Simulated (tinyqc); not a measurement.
# Undoped gate-all-around wire MOSFET, analytic charge model: two studies

An undoped round wire of radius R under an insulator shell and a surrounding gate; long channel, electrons only, n = ni exp((psi - V)/Vt) with V the quasi-Fermi potential (0 at the source, Vd at the drain), constant mobility, no quantisation. The radial Poisson equation gives n(r) = n(0)/(1 - (1 - b) r^2/R^2)^2 with b = Q0/(Q + Q0). Q is the electron charge per area of the wire surface.

Parameters, values chosen for the exercise; material values close to those of silicon:

| symbol | value | unit | meaning |
|---|---|---|---|
| T | 293 | K | temperature |
| Eg | 1.12 | eV | band gap |
| eps_r | 11.9 |  | relative permittivity of the semiconductor |
| Nc | 2.74e19 | cm^-3 | conduction-band density of states at T |
| Nv | 2.61e19 | cm^-3 | valence-band density of states at T |
| eox | 24.5 |  | relative permittivity of the gate insulator |
| tox | 6.1 | nm | insulator thickness |
| R | 6 | nm | wire radius |
| dphi | 0.19 | V | gate work function less that of the intrinsic body |
| mu | 310 | cm^2/(V s) | channel mobility |
| L | 2 | um | gate length |
| Vd | 0.8 | V | drain voltage |

Constants: q = 1.602176634e-19 C, kB = 1.380649e-23 J/K, Vt = kB T/q, eps0 = 8.8541878128e-14 F/cm where lengths are in cm. Results are converted to the units shown.

Each table varies one quantity; the others keep the values above.

## Effect of the gate work function less that of the intrinsic body

ni = sqrt(Nc Nv) exp(-Eg/(2 Vt)), Eg in volts; Cox = eps0 eox/(R ln(1 + tox/R)); Q0 = 4 eps0 eps_r Vt/R; V0 = dphi + Vt ln[8 eps0 eps_r Vt/(q ni R^2)]. Q solves Vg - V0 - V = Q/Cox + Vt ln(Q/Q0) + Vt ln(1 + Q/Q0). I = mu (2 pi R/L)[2 Vt (Qs - Qd) + (Qs^2 - Qd^2)/(2 Cox) + Vt Q0 ln((Qd + Q0)/(Qs + Q0))], with Qs at V = 0 and Qd at V = Vd.  I(low) is taken at Vg = 0.45 V, Qs and I(high) at Vg = 1.2 V.

Result of one run:
```
dphi (V)  V0 (V)  I(low) (nA)  Qs(high) (nC/cm^2)  I(high) (uA)
0.24      0.7500     1.810e-4                1716         2.113
```

What becomes of these results when the gate work function less that of the intrinsic body dphi is changed from 0.24 to 0.34 V, all else the same?

Result of the changed run:
```
dphi (V)  V0 (V)  I(low) (nA)  Qs(high) (nC/cm^2)  I(high) (uA)
0.34      0.8500     3.449e-6                1274         1.241
```

The whole series:
```
dphi (V)  V0 (V)  I(low) (nA)  Qs(high) (nC/cm^2)  I(high) (uA)
0.04      0.5500       0.4880                2639         4.654
0.09      0.6000      0.06862                2405         3.918
0.14      0.6500     0.009497                2173         3.249
0.19      0.7000     0.001311                1943         2.648
0.24      0.7500     1.810e-4                1716         2.113
0.29      0.8000     2.499e-5                1493         1.645
0.34      0.8500     3.449e-6                1274         1.241
```

As dphi goes from 0.04 to 0.34 V, I(low) falls from 0.488 to 3.45e-6 nA and I(high) falls from 4.65 to 1.24 uA. V0 rises from 0.550 to 0.850 V. In every row the surface density at the source at the higher gate voltage passes 0.3 Nc, where Boltzmann statistics fail. In every row the body is thin enough for quantum confinement, left out here, to raise the threshold.

## Output curve

Same model as above.

I = mu (2 pi R/L)[2 Vt (Qs - Qd) + (Qs^2 - Qd^2)/(2 Cox) + Vt Q0 ln((Qd + Q0)/(Qs + Q0))], with Qs at V = 0 and Qd at V = Vd.

In this table Vg = 1.19 V.

Output curve:
```
Vd (V)  Qd (nC/cm^2)     Qd/Qs  I (uA)
0.1             1449    0.7635  0.9768
0.18            1103    0.5813   1.573
0.27           735.6    0.3877   2.055
0.35           440.7    0.2323   2.328
0.44           172.7   0.09104   2.486
0.53           25.99   0.01370   2.531
0.61           1.501  7.910e-4   2.535
0.7          0.04331  2.283e-5   2.536
0.78        0.001823  9.610e-7   2.536
```

What does the comparison show?

The current rises from 0.977 to 2.54 uA, while the charge at the drain end falls from 0.76 to 9.6e-7 of that at the source. The current first comes within 1 % of its last value at Vd = 0.53 V among the rows. Over the last rows Qd falls by a factor of e for each Vt of drain voltage: the drain end is in weak inversion. In every row the surface density at the source passes 0.3 Nc, where Boltzmann statistics fail. In every row the body is thin enough for quantum confinement, left out here, to raise the threshold.

Computed by the program tinyqc: `OMP_NUM_THREADS=1 python tinyqc.py 2460039 2460040 out.jsonl`, one thread of a shared Intel Xeon 2.30GHz, about 0.02 s for the whole run.
